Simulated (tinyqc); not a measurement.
# Changing the applied field E

Model: Landau-Devonshire theory of a uniaxial ferroelectric. Computed by tinyqc, a small Python program. Command: `OMP_NUM_THREADS=1 python tinyqc.py 3004727 3004728 out.jsonl ferro sweep`. One thread of a shared host (Intel(R) Xeon(R) Processor @ 2.30GHz), about 0.01 s of CPU time with the checks.

G(P) = (alpha/2) P^2 + (beta*/4) P^4 + (gamma/6) P^6 - E P per volume, SI units, one domain, P along the polar axis, which is normal to the film.

Inputs (values chosen for the exercise, modelled on barium titanate):

| quantity | value | unit |
|---|---|---|
| alpha_0 | 695000 | J m/(C^2 K) |
| Curie-Weiss temperature T0 | 381 | K |
| beta | -8.4e+08 | J m^5/C^4 |
| gamma | 1.57e+10 | J m^9/C^6 |
| temperature T | 339 | K |
| misfit strain u_m | -0.016 | - |
| electrostriction Q12 | -0.043 | m^4/C^2 |
| compliance s11 + s12 | 5.6e-12 | m^2/N |
| start of Newton steps P0/Ps | 1 | - |

Sample: epitaxial film.

Constants: eps_0 = 8.8541878128e-12 F/m.

Method:
- alpha = alpha_0 (T - T0*), with clamping: T0* = T0 + 4 Q12 u_m/(alpha_0 (s11 + s12)), beta* = beta + 4 Q12^2/(s11 + s12).
- Ps^2 = [-beta* + sqrt(beta*^2 - 4 alpha gamma)]/(2 gamma).
- chi = 1/(eps_0 G''), G'' = alpha + 3 beta* P^2 + 5 gamma P^4 at Ps. Ps, chi and the coercive field are for perfect screening, without a depolarising field. The intrinsic coercive field is |alpha P + beta* P^3 + gamma P^5| at the P_c where G'' = 0. 1 C/m^2 = 100 microcoulomb/cm^2.
- Solve G'(P) = alpha P + beta* P^3 + gamma P^5 - E = 0 by P(new) = P - G'/G'' from P0; stop when the step is below 1e-11 C/m^2 (G' under 1e-6 MV/m is shown as 0).

One run for each value:

| applied field E (MV/m) | P at the end of the steps (microcoulomb/cm^2) | 1/(eps_0 G'') there |
|---|---|---|
| 1.0 | 40.970 | 58.419 |
| 1.9 | 41.017 | 58.101 |
| 3.8 | 41.114 | 57.442 |
| 7.3 | 41.290 | 56.275 |
| 14.0 | 41.618 | 54.190 |
| 27.0 | 42.221 | 50.627 |
| 100.0 | 45.026 | 37.672 |
| 200.0 | 47.917 | 28.602 |

Give the missing row, applied field E (MV/m) = 53.0.

Computed row:
```
applied field E (MV/m)  P at the end of the steps (microcoulomb/cm^2)  1/(eps_0 G'') there
53.0                                                           43.317               44.928
```

Interpolating between the two neighbouring rows (the first column on a logarithmic scale, the others too where they are positive) misses most in 1/(eps_0 G'') there, by 3.2 %. Over the rows, P at the end of the steps (microcoulomb/cm^2) rises from 41.0 to 47.9 (exponent d ln y / d ln x 0.0018 between the first rows and 0.090 between the last); 1/(eps_0 G'') there falls from 58.4 to 28.6 (exponent d ln y / d ln x -0.0085 between the first rows and -0.40 between the last). At the low end the exponent of 1/(eps_0 G'') there is -0.01, close to 0: the linear regime.

Caution (all rows): the strain shifts T0 by more than 500 K here, which is beyond the range where constant coefficients hold. Caution (all rows): far below T0* the expansion with linear alpha(T) is only a fit.
